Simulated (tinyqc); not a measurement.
# A double barrier with mass mismatch, transfer matrices, step by step

Computed by the program tinyqc: `OMP_NUM_THREADS=1 python tinyqc.py 2560018 2560019 out.jsonl`, one thread of a shared Intel Xeon 2.30GHz, about 0.04 s for the whole run. Printed values are rounded.

One electron of energy E comes from the left lead (band edge 0); no transverse momentum. Parabolic bands, masses in units of m0, C = hbar^2/(2 m0); psi and psi'/m are continuous at every interface. Barrier d1, well Lw, barrier d2; the right lead equals the left one.

Parameters, values chosen for the exercise; masses and offsets close to those of GaAs wells and AlGaAs barriers: mass in the left lead mL = 0.065 m0; barrier height U1 = 0.25 eV; barrier mass m1 = 0.09 m0; width of the first barrier d1 = 2.9 nm; well width (edge 0, mass mL) Lw = 6.4 nm; width of the second barrier d2 = 2.9 nm; electron energy E = 0.381 eV.

Constants: q = 1.602176634e-19 C, hbar = 1.054571817e-34 J s, m0 = 9.1093837015e-31 kg, hbar^2/(2 m0) = 0.0380998212 eV nm^2. Results are converted to the units shown.

## Wave numbers

k = sqrt(m (E - U)/C) where E > U, K = sqrt(m (U - E)/C) where E < U; v = k/m in the leads.

Layers:
```
   U (eV)  m (m0)  d (nm)  k or K (1/nm)  which
1    0.25    0.09     2.9       0.556283      k
2       0   0.065     6.4       0.806228      k
3    0.25    0.09     2.9       0.556283      k
```

vL = 12.4035 1/nm
vR = 12.4035 1/nm

## Matrices of the layers

For the pair (psi, psi'/m) a flat layer has M = [[cos kd, (m/k) sin kd], [-(k/m) sin kd, cos kd]] with k = sqrt(m (E - U)/C) above its edge U, and M = [[cosh Kd, (m/K) sinh Kd], [(K/m) sinh Kd, cosh Kd]] with K = sqrt(m (U - E)/C) below it. M12 is in nm, M21 in 1/nm.

M of layer 1:
```
            1           2
1  -0.0424103    0.161643
2    -6.17536  -0.0424103
```

M of layer 2:
```
          1           2
1  0.432684  -0.0726848
2   11.1823    0.432684
```

M of layer 3:
```
            1           2
1  -0.0424103    0.161643
2    -6.17536  -0.0424103
```

## Product of the matrices

The matrix of the later layer stands to the left: M = M_n ... M_2 M_1; det M = 1.

M:
```
           1          2
1  -0.526822   0.286113
2   -2.52508  -0.526822
```

## Transmission and reflection

The matrix M carries (psi, psi'/m) across the stack, and v = k/m in each lead. psi = 1 + r at the left edge (incident amplitude 1) and t at the right edge. With det M = 1, a = i vR M11 - M21 and b = -vL vR M12 - i vL M22: t = 2 i vL/(a - b), r = -(a + b)/(a - b), T(E) = (vR/vL) |t|^2, R(E) = |r|^2.

t = -0.138724+0.494042i
r = 0.826341+0.232031i
T(E) = 0.263322
R(E) = 0.736678

T(E) + R(E) = 1: the current is conserved.
